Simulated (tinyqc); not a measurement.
AlGaN/GaN HEMT with access regions, lumped model: one step of the calculation.

A polarisation-induced electron sheet under a Schottky gate, in series with two ungated access regions and contacts. Drift law v = mu E/(1 + mu E/vs) under the gate. Currents in mA/mm, resistances in ohm mm. No self-heating, no channel-length modulation; fits for polarisation, barrier and offset are chosen for the exercise.

Problem. Drain current. Access resistance R(L, n) = L/(q mu n sqrt(1 - (I/(q n vs))^2)); Rs = Rc + R(Ls, n0), Rd = Rc + R(Ld, (1 - ft) n0). Vg' = Vg - I Rs, Vd' = Vd - I (Rs + Rd); with u = Vg' - VT, Vc = vs Lg/mu and w the smaller of Vd' and Vc [sqrt(1 + 2 u/Vc) - 1] (0 if negative), the channel gives (mu Cb/Lg)(u w - w^2/2)/(1 + w/Vc). I(new) is that channel current.

Parameters, values chosen for the exercise; values close to those of AlGaN/GaN structures:
```
symbol  value        unit                                               meaning
mu       1800  cm^2/(V s)                                      channel mobility
vs        1e7        cm/s                                   saturation velocity
Lg       0.25          um                                           gate length
Ls          1          um                                  source access length
Ld        1.5          um                                   drain access length
Rc       0.24      ohm mm                            resistance of each contact
ft       0.13              share of the drain-access electrons removed by traps
Vg       -0.5           V                                          gate voltage
Vd          4           V                                         drain voltage
```

Constants: q = 1.602176634e-19 C. Results are converted to the units shown.

I at the start = 970 mA/mm
VT = -6.9695336 V
Cb = 0.26562563 uF/cm^2
n0 = 1.1554823e13 cm^-2

Wanted: Rs; Rd; Vg'; Vd'; channel current; I after iteration 1.

Solution.

Rs = 0.59233 ohm mm
Rd = 0.88812 ohm mm
Vg' = -1.0746 V
Vd' = 2.5640 V
channel current = 1260.8 mA/mm
I after iteration 1 = 1260.8 mA/mm

Numbers from tinyqc (`OMP_NUM_THREADS=1 python tinyqc.py 2570103 2570104 out.jsonl`; about 0.02 s on one thread of a shared Intel Xeon 2.30GHz).
